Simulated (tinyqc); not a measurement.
# From step (C_lf - C_hf)/C_hf back to band bending V_b

Model: admittance spectroscopy and thermally stimulated current of one trap level in a depletion layer. Computed by tinyqc, a small Python program. Command: `OMP_NUM_THREADS=1 python tinyqc.py 3110161 3110162 out.jsonl admit inv`. One thread of a shared host (Intel(R) Xeon(R) Processor @ 2.30GHz), about 0.02 s of CPU time with the checks.

A Schottky junction on n-type material holds one donor-like electron trap; shallow donors are fully ionised and abrupt depletion edges are assumed.

Inputs (values chosen for the exercise, modelled on n-type germanium):
```
quantity                         value    unit
dielectric constant eps           16.5       -
density-of-states mass m         0.554     m_0
shallow doping N                 2e+16  1/cm^3
trap density N_t               5.9e+14  1/cm^3
trap depth E_t below the band    0.252      eV
capture cross section sigma    1.9e-16    cm^2
test frequency f                  3000      Hz
```

Constants: k_B = 1.380649e-23 J/K; m_0 = 9.1093837015e-31 kg; h = 6.62607015e-34 J s; k_B = 8.617333262e-05 eV/K; eps_0 = 8.8541878128e-12 F/m; e = 1.602176634e-19 C.

Method:
- N_c = 2 (2 pi m k_B T/h^2)^(3/2), v_th = sqrt(3 k_B T/m), emission rate e_n = sigma v_th N_c exp(-E_t/(k_B T)).
- Where the level crosses the Fermi level capture equals emission, so the trap follows the signal with the rate 2 e_n; G/omega peaks at omega = 2 e_n (the correction for large N_t/N is left out).
- Solve 2 e_n(T_p) = 2 pi f.
- With E_c - E_F = k_B T_p ln(N_c/N): lambda = sqrt(2 eps eps_0 (E_t - (E_c - E_F))/(e^2 N)); traps are empty and charged for x < x_t = w - lambda, and V_b = e (N w^2 + N_t x_t^2)/(2 eps eps_0). High frequency: C_hf = eps eps_0/w. Low frequency: C_lf = eps eps_0 (N + N_t)/(N w + N_t x_t).

Question. A run gave the result below. Find the band bending V_b, known to lie between 0.32 and 0.62 V.

step (C_lf - C_hf)/C_hf = 0.0175383

Answer.

Each step takes the trial c = (a f_b - b f_a)/(f_b - f_a), f being the result less the target and a, b, c the logarithms of the listed values; c replaces end b, the old b replaces a if the sign of f changed, and otherwise f_a is halved.

Scan of the range:
```
band bending V_b (V)  step (C_lf - C_hf)/C_hf
0.320                               0.0201425
0.357                               0.0190565
0.399                               0.0180140
0.445                               0.0170479
0.497                               0.0161231
0.555                               0.0152504
0.620                               0.0144229
```

False position (Illinois rule, in the logarithm of the input) inside the bracket:
```
step     end a     end b     trial  step (C_lf - C_hf)/C_hf
1     0.399000  0.445000  0.421023                0.0175315
2     0.399000  0.421023  0.420395                0.0175447
3     0.421023  0.420395  0.420700                0.0175383
4     0.420395  0.420700  0.420700                0.0175383
```

Step (C_lf - C_hf)/C_hf falls at every point of a 13-point scan of the range (every second point is shown), so one value fits; it is bracketed by 0.399 and 0.445. Answer: band bending V_b = 0.4207 V.
